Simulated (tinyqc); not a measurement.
MOSFET in the linear regime without short-channel effects, parameter extraction from computed curves: two steps of the calculation.

Inversion charge Q = Cox n Vt W0(exp((Vg - VT)/(n Vt))), W0 the Lambert function and n = nf; u = Q/Cox; mobility mu = mu0/(1 + th1 u + th2 u^2); channel resistance Rch = (L - dL)/(W mu Q); Id = Vd/(Rch + Rsd/W). Cox = eps0 eox/tox. Small Vd, no channel-length or drain effects.

Values chosen for this exercise; channel values of the order met in silicon transistors:
- T = 300 K (temperature)
- eox = 25.7 (relative permittivity of the gate insulator (close to zirconium oxide))
- tox = 7.5 nm (insulator thickness)
- mu0 = 100 cm^2/(V s) (low-field mobility)
- th1 = 0.35 1/V (first mobility attenuation factor)
- th2 = 0 1/V^2 (second mobility attenuation factor)
- VT = 0.59 V (threshold voltage)
- nf = 1.15 (body factor)
- W = 0.5 um (gate width)
- L = 0.25 um (drawn gate length)
- dL = 0.016 um (drawn less effective length)
- Rsd = 170 ohm um (source plus drain resistance)
- Vd = 0.01 V (drain voltage)

Constants: q = 1.602176634e-19 C, kB = 1.380649e-23 J/K, Vt = kB T/q, eps0 = 8.8541878128e-14 F/cm where lengths are in cm. Results are converted to the units shown.

Question 1. Transfer curve. u, mu, Rch and Id as defined.

Vg, point 0 to 10 (V): 0.29  0.44  0.59  0.74  0.89  1.04  1.19  1.34  1.49  1.64  1.79

Give: u; mu; Rch; Id.

Answer 1.

```
point	u (V)	mu (cm^2/(V s))	Rch (ohm)	Id (uA)
0	1.232e-6	100.0	1.252e9	7.990e-6
1	1.902e-4	99.99	8.111e6	0.001233
2	0.01686	99.41	9.202e4	0.1083
3	0.1109	96.26	1.445e4	0.6760
4	0.2381	92.31	7017	1.359
5	0.3747	88.41	4657	2.001
6	0.5152	84.72	3534	2.581
7	0.6579	81.28	2884	3.101
8	0.8020	78.08	2463	3.567
9	0.9471	75.10	2169	3.986
10	1.093	72.33	1951	4.364
```

Question 2. Threshold and mobility at the peak transconductance. gm_i = (Id_(i+1) - Id_(i-1))/(Vg_(i+1) - Vg_(i-1)); at the point j of largest gm the tangent meets the axis at V_ext = Vg_j - Id_j/gm_j; field-effect mobility gm_j L/(W Cox Vd) with the drawn L.

```
point	Vg (V)	Id (uA)
0	0.29	7.9897391e-6
1	0.44	0.0012329154
2	0.59	0.10826859
3	0.74	0.67601235
4	0.89	1.3592246
5	1.04	2.0012589
6	1.19	2.5814002
7	1.34	3.1013949
8	1.49	3.5674837
9	1.64	3.9863899
10	1.79	4.3642728
```

Give: gm; j; V_ext; field-effect mobility.

Answer 2.

gm, point 1 to 9 (uS): 0.3609  2.249  4.170  4.417  4.074  3.667  3.287  2.950  2.656
j = 4
V_ext = 0.5823 V
field-effect mobility = 72.80 cm^2/(V s)

V_ext is 7.7 mV below the model VT, and the mobility so found is 32 % below mu0 L/(L - dL) = 107 cm^2/(V s), the value for the drawn L; attenuation, series resistance and the slow approach of Q to a straight line all lower the peak gm.

Numbers from tinyqc (`OMP_NUM_THREADS=1 python tinyqc.py 2210110 2210111 out.jsonl`; about 0.01 s on one thread of a shared Intel Xeon 2.30GHz).
